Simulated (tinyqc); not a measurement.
Three-band tight binding of a dichalcogenide monolayer: sweeps and comparisons. A value that a table varies takes the place of the one given here.

Basis dz2, dxy, dx2-y2 on a triangular lattice, nearest neighbours; alpha = kx a/2, beta = sqrt3 ky a/2. h0 = e1 + 2 t0 (cos 2alpha + 2 cos alpha cos beta); h1 = -2 sqrt3 t2 sin alpha sin beta + 2i t1 (sin 2alpha + sin alpha cos beta); h2 = 2 t2 (cos 2alpha - cos alpha cos beta) + 2i sqrt3 t1 cos alpha sin beta; h11 = e2 + 2 t11 cos 2alpha + (t11 + 3 t22) cos alpha cos beta; h22 = e2 + 2 t22 cos 2alpha + (3 t11 + t22) cos alpha cos beta; h12 = sqrt3 (t22 - t11) sin alpha sin beta + 4i t12 sin alpha (cos alpha - cos beta) + i lam sz. H = [[h0, h1, h2], [., h11, h12], [., ., h22]], Hermitian; the lowest band of each spin is filled. K = (4 pi/3a, 0), M = (pi/a, pi/(sqrt3 a)).

Constants: hbar^2/2m0 = 3.80998211 eV angstrom^2.

Parameters, chosen for this exercise (near a published set for monolayer WSe2; the results hold for these values, not for the real material): a = 3.319 angstrom (lattice constant); e1 = 0.939 eV (level of dz2); e2 = 2.186 eV (level of dxy and dx2-y2); t0 = -0.203 eV (hopping); t1 = 0.453 eV (hopping); t2 = 0.497 eV (hopping); t11 = 0.263 eV (hopping); t12 = 0.325 eV (hopping); t22 = 0.034 eV (hopping); lam = 0.23 eV (spin-orbit constant).

## Three bands against the two-band Dirac model at K

Masses from central differences along kx with step 0.002 1/angstrom, c = hbar^2/2m0; Berry curvature of the valence band from a counter-clockwise plaquette of side 0.001 1/angstrom, Omega = -arg(product of overlaps)/area. Two-band model: coupling A = (3 a/(2 sqrt2))(t1 + sqrt3 t2) between valence and conduction states, mass c G/A^2 for both, Omega_v = 2 A^2/G^2. sz = 0 drops the spin-orbit term.

At K:
```
sz  G (eV)  m_c (m0)  m_v (m0)  two-band mass  Omega_v (angstrom^2)  two-band Omega
1   1.2662     0.273     0.336          0.226                26.454          26.683
0   1.4962     0.331     0.438          0.266                18.939          19.110
-1  1.7262     0.391     0.563          0.307                14.225          14.357
```

A = 4.6251 eV angstrom

What can be read from the table?

Without spin-orbit coupling the electron mass is 0.331 and the hole mass 0.438, against 0.266 for both in the two-band model: the third band and the curvature of the diagonal terms break the symmetry. The Berry curvature is -0.9 % from the two-band value. The smaller gap (sz = +1) has the larger curvature, by a factor 1.86.

## All hoppings scaled

The six hoppings are multiplied by f; e1, e2 and lam stay (real strain also moves e1 and e2, so this is no model of it). Closed forms: Ev(K) = e2 - (3/2)(t11 + t22) - 3 sqrt3 t12 + lam, Ec(K) = e1 - 3 t0, Ev(Gamma) = e1 + 6 t0.

Gaps (eV):
```
f     direct gap at K  Ev(K) - Ev(Gamma)  Ec(K) - top of valence band
0.85           0.8548             0.6982                       0.8548
0.90           0.9919             0.6524                       0.9919
0.94           1.1017             0.6157                       1.1017
0.97           1.1840             0.5882                       1.1840
1.00           1.2662             0.5608                       1.2662
1.03           1.3485             0.5333                       1.3485
1.06           1.4308             0.5058                       1.4308
1.10           1.5406             0.4691                       1.5406
```

What does this show?

The direct gap changes by +27.4 meV for each per cent of f. The top of the valence band stays at K over the range.

## What each parameter does

Spin up: gap at K, Ev(K) - Ev(Gamma), and masses at K by central differences along kx with step 0.002 1/angstrom, c = hbar^2/2m0. Each row changes one parameter from the base and keeps the others.

Results:
```
case            gap at K (eV)  K - Gamma (eV)  m_c (m0)  m_v (m0)
base                   1.2662          0.5608     0.273     0.336
lam = 0.26 eV          1.2362          0.5908     0.265     0.324
t22 = 0.064 eV         1.3112          0.5158     0.285     0.361
e2 = 2.156 eV          1.2962          0.5308     0.281     0.348
t2 = 0.527 eV          1.2662          0.5608     0.254     0.300
t1 = 0.483 eV          1.2662          0.5608     0.255     0.314
t0 = -0.173 eV         1.1762          0.3808     0.245     0.301
```

What does this show?

The largest shifts from the base row, up to three for each result and ties (the steps differ in size, so this ranks the rows, not the parameters). gap at K (eV): t0 -0.0900, t22 +0.0450, lam -0.0300, e2 +0.0300; unchanged at the printed digits by t2 and t1. K - Gamma (eV): t0 -0.1800, t22 -0.0450, lam +0.0300, e2 -0.0300; unchanged at the printed digits by t2 and t1. m_c (m0): t0 -0.028, t2 -0.019, t1 -0.017. m_v (m0): t2 -0.036, t0 -0.034, t22 +0.025. t2 and t1 couple dz2 to the other orbitals and vanish at K and Gamma, so only the masses feel them.

(tinyqc, `OMP_NUM_THREADS=1 python tinyqc.py 1480758 1480759 out.jsonl`, Intel(R) Xeon(R) Processor @ 2.30GHz, 1 thread, shared host, about 0.02 s.)
